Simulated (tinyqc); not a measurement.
# Bandgap voltage reference from two bipolar transistors: output against temperature

Two transistors of area 1 and N carry the same current I. Is(T) = Is (T/T0)^eta exp[(Vg0 q/kB)(1/T0 - 1/T)], VBE1 = Vt ln(I/Is(T)) + I rb, VBE2 = Vt ln(I/(N Is(T))) + I rb/N. The amplifier forces I R1(T) = VBE1 - VBE2 + Vos, with R(T) = R (1 + tc (T - T0)) for both resistors, and the output is Vref = VBE1 + I R2(T). Base currents and the Early effect are neglected.

Vt = kB T/q; I = (Vt ln N + Vos)/(R1(T) - rb (1 - 1/N)).

Inputs (values chosen for the exercise); values of the order met in silicon bipolar transistors:
```
symbol,value,unit,meaning
T0,323,K,reference temperature
Vg0,1.151,V,band-gap voltage extrapolated to 0 K
eta,3.4,,temperature exponent of the saturation current
Is,2.1e-16,A,saturation current of the unit transistor at T0
N,8,,area ratio of the second transistor
R1,33,kohm,"resistor across which the difference of VBE falls, at T0"
tc,0,ppm/K,temperature coefficient of both resistors
Vos,0,mV,offset of the amplifier
rb,36,ohm,series resistance of the unit transistor
R2,314.8,kohm,output resistor at T0
```

Constants: q = 1.602176634e-19 C, kB = 1.380649e-23 J/K. Results are converted to the units shown.

Result of one run:

| I (uA) | VBE1 (V) | I R2 (V) | Vref (V) | Vref - Vref(T0) (mV) | dVref/dT (uV/K) |
|---|---|---|---|---|---|
| 1.375 | 0.7604 | 0.4329 | 1.193 | 4.624 | -39.77 |

Which temperature T gave this result: 253, 323, 373, 398 or 423 K?

T = 253 K.

The whole series:

| T (K) | I (uA) | VBE1 (V) | I R2 (V) | Vref (V) | Vref - Vref(T0) (mV) | dVref/dT (uV/K) |
|---|---|---|---|---|---|---|
| 218 | 1.185 | 0.8211 | 0.3730 | 1.194 | 5.491 | -8.979 |
| 233 | 1.266 | 0.7952 | 0.3987 | 1.194 | 5.252 | -22.74 |
| 253 | 1.375 | 0.7604 | 0.4329 | 1.193 | 4.624 | -39.77 |
| 273 | 1.484 | 0.7252 | 0.4671 | 1.192 | 3.669 | -55.51 |
| 298 | 1.620 | 0.6808 | 0.5099 | 1.191 | 2.052 | -73.63 |
| 323 | 1.756 | 0.6360 | 0.5527 | 1.189 | 0 | -90.29 |
| 348 | 1.891 | 0.5908 | 0.5954 | 1.186 | -2.452 | -105.7 |
| 373 | 2.027 | 0.5452 | 0.6382 | 1.183 | -5.276 | -120.1 |
| 398 | 2.163 | 0.4992 | 0.6810 | 1.180 | -8.447 | -133.5 |
| 423 | 2.299 | 0.4529 | 0.7238 | 1.177 | -11.94 | -146.1 |

VBE1 falls by 1.80 mV/K on average and I R2 rises by 1.71 mV/K. The slope of Vref vanishes at T = 209 K. Between 233 and 398 K Vref spans 13.7 mV, or 69.9 ppm/K by the box method (span over the average over T, over 165 K).

Numbers from tinyqc (`OMP_NUM_THREADS=1 python tinyqc.py 2062054 2062055 out.jsonl`; about 0.03 s on one thread of a shared Intel Xeon 2.30GHz).
